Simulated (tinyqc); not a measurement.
Size of the sine basis: hole subbands of a hard-walled well, four-band Luttinger model.

Hole energies are counted downwards from the unstrained band edge, c = hbar^2/2m0. After the usual block transformation one block is H = [[P + Q - Zs, R - i S], [R + i S, P - Q + Zs]] in (heavy, light), with P +/- Q = c [(g1 +/- g2) k^2 + (g1 -/+ 2 g2) kz^2], R = sqrt(3) c gR k^2, S = 2 sqrt(3) c g3 k kz, kz = -i d/dz; axial approximation gR = (g2 + g3)/2. Zs = b (e_par - e_perp) is the shear part of the strain (the hydrostatic part shifts all levels alike and is left out). Basis sqrt(2/L) sin(n pi z/L), n = 1 to N, for each component: kz^2 gives (n pi/L)^2 and the heavy-light block is R delta_nm - 2 sqrt(3) c g3 k D_nm with D_nm = 4 n m/(L (n^2 - m^2)) for n + m odd, 0 otherwise. The other block has the same levels. The split-off band is left out.

Constants: hbar^2/2m0 = 3.80998211 eV angstrom^2.

Parameters, chosen for this exercise (near those of GaSb; not measured data):
- g1 = 13.33 (Luttinger gamma1)
- g2 = 4.72 (gamma2)
- g3 = 5.98 (gamma3)
- L = 195 angstrom (well width along [001])
- Zs = 0 eV (shear strain energy)
- k = 0.018 1/angstrom (wave vector in the plane)

The four lowest hole energies at the given k for growing N.

Hole energies (meV):
```
N       E1      E2      E3       E4
2   10.402  23.186  56.818  107.235
3    8.705  18.484  41.788   53.806
4    8.702  17.948  35.436   47.449
6    8.565  17.766  34.846   45.970
10   8.519  17.705  34.692   45.711
20   8.508  17.689  34.656   45.660
40   8.506  17.687  34.651   45.655
80   8.506  17.686  34.650   45.654
```

Is N = 3 enough for 1 meV in the two lowest levels?

Yes: against N = 80, N = 3 errs by up to 0.80 meV in E1 and E2, always upwards, as a variational basis must. Both are within 0.1 meV of N = 80 from N = 6 on; N = 40 and N = 80 differ by 2.7e-04 meV at most.

tinyqc: `OMP_NUM_THREADS=1 python tinyqc.py 1281060 1281061 out.jsonl`; about 0.1 s, one thread, shared Intel(R) Xeon(R) Processor @ 2.30GHz.
